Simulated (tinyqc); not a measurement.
Slater-Koster d bands of a bcc metal: one step. The block of one bond.

Slater-Koster d bands. For a bond with direction cosines (l, m, n) the 5 x 5 block is dds Ps + ddp Pp + ddd (1 - Ps - Pp), the projectors on sigma, pi and delta states about the bond; for instance <xy|xy> = 3 l^2 m^2 dds + (l^2 + m^2 - 4 l^2 m^2) ddp + (n^2 + l^2 m^2) ddd, <xy|yz> = 3 l m^2 n dds + l n (1 - 4 m^2) ddp + l n (m^2 - 1) ddd and <3z2-r2|3z2-r2> = (n^2 - (l^2 + m^2)/2)^2 dds + 3 n^2 (l^2 + m^2) ddp + (3/4)(l^2 + m^2)^2 ddd. H(k) sums the blocks times cos(k.R) over the neighbours; the d level is the zero of energy; k in 2 pi/a.

Parameters, chosen for this exercise (out of a larger set: of the size met in Fe; not measured data): dds = -0.731 eV (dd sigma); ddp = 0.344 eV (dd pi); ddd = -0.058 eV (dd delta).

Question. Direction (1,1,1)/sqrt3; its eigenvalues must be dds once, ddp twice and ddd twice.

Give: block.

Answer.

block (eV), lower triangle:
```
             xy       yz       zx   x2-y2  3z2-r2
xy      -0.1930
yz      -0.2690  -0.1930
zx      -0.2690  -0.2690  -0.1930
x2-y2         0  -0.1340   0.1340  0.2100
3z2-r2  -0.1547   0.0774   0.0774       0  0.2100
```

Program tinyqc; command `OMP_NUM_THREADS=1 python tinyqc.py 1482897 1482898 out.jsonl`; about 0.03 s on one thread of a shared Intel(R) Xeon(R) Processor @ 2.30GHz.
